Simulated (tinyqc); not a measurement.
Isothermal kinetics: hydrogen passivation and dissociation of interface defects with a spread of activation energies. Computed by tinyqc, a small Python program. Command: `OMP_NUM_THREADS=1 python tinyqc.py 3008367 3008368 out.jsonl passivation walk`. One thread of a shared host (Intel(R) Xeon(R) Processor @ 2.30GHz), about 0.01 s of CPU time with the checks.

Active defects P react as P + H2 -> HP + H and HP -> P + H; released atomic hydrogen is removed. All defects start active. Activation energies are normally distributed, independently for the two reactions.

Inputs (values chosen for the exercise, for a model interface):

| quantity | value | unit |
|---|---|---|
| mean passivation energy E_f | 1.64 | eV |
| spread s_f | 0.11 | eV |
| prefactor k_f0 | 3.7e-08 | cm^3/s |
| mean dissociation energy E_d | 2.95 | eV |
| spread s_d | 0.086 | eV |
| prefactor k_d0 | 2.8e+13 | 1/s |
| dissolved hydrogen [H2] | 3.9e+17 | cm^-3 |
| anneal temperature T | 560 | K |
| anneal time t | 3400 | s |

Ambient: hydrogen.

Constants: k_B = 8.617333262e-05 eV/K.

Method:
- a = k_f0 [H2] exp(-E_f/k_B T), b = k_d0 exp(-E_d/k_B T); the active share of one kind of site is b/(a + b) + (a/(a + b)) exp(-(a + b) t).
- Full average: z from -5 to 5 in steps of 0.125 with normalised weights exp(-z^2/2), energy = mean + spread x z, over both energies.
- Times are decades about 1/(a + b) of the mean site. The last column is the part of the change still to come; rows stop once it is below 1e-5.

dissociation rate b = 7.91273e-14 1/s

passivation rate a = 2.51140e-05 1/s

Against time:

| t (s) | active share, single energy | active share, spread | unreacted part |
|---|---|---|---|
| 4.00e+01 | 9.9900e-01 | 9.8946e-01 | 9.8946e-01 |
| 4.00e+02 | 9.9000e-01 | 9.3572e-01 | 9.3572e-01 |
| 4.00e+03 | 9.0442e-01 | 7.5057e-01 | 7.5057e-01 |
| 4.00e+04 | 3.6621e-01 | 4.1838e-01 | 4.1838e-01 |
| 4.00e+05 | 4.3379e-05 | 1.3253e-01 | 1.3253e-01 |
| 4.00e+06 | 3.1507e-09 | 2.0622e-02 | 2.0622e-02 |
| 4.00e+07 | 3.1507e-09 | 1.4384e-03 | 1.4382e-03 |
| 4.00e+08 | 3.1507e-09 | 4.2518e-05 | 4.2311e-05 |

What does the comparison show, and why?

A single energy finishes within about two decades of time. With the spread the unreacted part is 0.94 at 400 s and still 0.13 at 400000 s, where one energy leaves 4.3e-5: a width of s/k_B T = 2.28 in ln(rate) stretches the decay markedly.
